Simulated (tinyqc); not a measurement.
Photoconductance decay in a wafer: bulk and surface recombination modes, and iron detection by pair splitting: one step, computed by the program tinyqc.

Both faces of the wafer have the same S; injection is low and all coefficients are constant. x runs from -W/2 to W/2.

Task: Decay rates of the even modes. Even modes cos(a x) obey b tan b = S W/(2 D) with b = a W/2, odd modes sin(a x) obey -b cot b = S W/(2 D); each decays at the rate 1/tau_b + D a^2.

Inputs (values chosen for the exercise, modelled on p-type silicon):
```
quantity                          value         unit
thickness W                         300   micrometre
diffusivity D                      26.6       cm^2/s
bulk lifetime tau_b without iron   2100  microsecond
surface recombination velocity S    5.2         cm/s
```

Give: the table «The first four even modes: b, surface rate and decay time» with the columns b_n, surface rate D a^2 (1/s), decay time (microsecond), for n = 0, 1, 2, 3.

Result:

The first four even modes: b, surface rate and decay time:
```
n    b_n  surface rate D a^2 (1/s)  decay time (microsecond)
0  0.054                 3.463e+02                 1.216e+03
1  3.143                 1.167e+06                 8.562e-01
2  6.284                 4.668e+06                 2.142e-01
3  9.425                 1.050e+07                 9.522e-02
```
